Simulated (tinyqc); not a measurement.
Two-band massive Dirac model of the K valleys: one step. H at one k. Two cases, with inputs chosen for the exercise.

Task: Fill in the matrix and diagonalise: E = lam tau sz/2 -/+ sqrt(G^2/4 + a^2 t^2 k^2).

Basis (conduction, valence): H = [[D/2, a t (tau kx - i ky)], [a t (tau kx + i ky), -D/2 + lam tau sz]], valley tau = +/-1, spin sz = +/-1. The gap of a spin and valley is G = D - lam tau sz. Berry curvature Omega = curl of i<u|grad u>; for the conduction band Omega_c = -tau 2 a^2 t^2 G/(G^2 + 4 a^2 t^2 k^2)^(3/2), and Omega_v = -Omega_c.

Case 1.

Values chosen (near those used for monolayer MoSe2; shifted at random, so the results belong to these values and not to a real crystal): a = 3.316 angstrom (lattice constant); D = 1.54 eV (gap parameter); t = 1.01 eV (effective hopping); lam = 0.079 eV (half the valence spin splitting); tau = -1 (valley); sz = -1 (spin); k = (-0.026, 0.093) 1/angstrom (wave vector from the valley).

Case 2.

Values chosen (near those used for monolayer MoS2; shifted at random, so the results belong to these values and not to a real crystal): a = 3.196 angstrom (lattice constant); D = 1.61 eV (gap parameter); t = 1.07 eV (effective hopping); lam = 0.077 eV (half the valence spin splitting); tau = 1 (valley); sz = -1 (spin); k = (0.079, 0.016) 1/angstrom (wave vector from the valley).

Give: H; levels; cos(theta) = G/(E+ - E-).

Result:

Case 1.

H (eV):
```
,c,v
c,0.7700,0.0871-0.3115i
v,0.0871+0.3115i,-0.6910
```

levels (eV): -0.7594  0.8384

cos(theta) = G/(E+ - E-) = 0.9144

Case 2.

H (eV):
```
,c,v
c,0.8050,0.2702-0.0547i
v,0.2702+0.0547i,-0.8820
```

levels (eV): -0.9259  0.8489

cos(theta) = G/(E+ - E-) = 0.9505

Computed by tinyqc, one run a case: `OMP_NUM_THREADS=1 python tinyqc.py N N+1 out.jsonl` with N = 1450239, 1450790; one thread of a shared Intel(R) Xeon(R) Processor @ 2.30GHz, about 0.01 s a run at most.
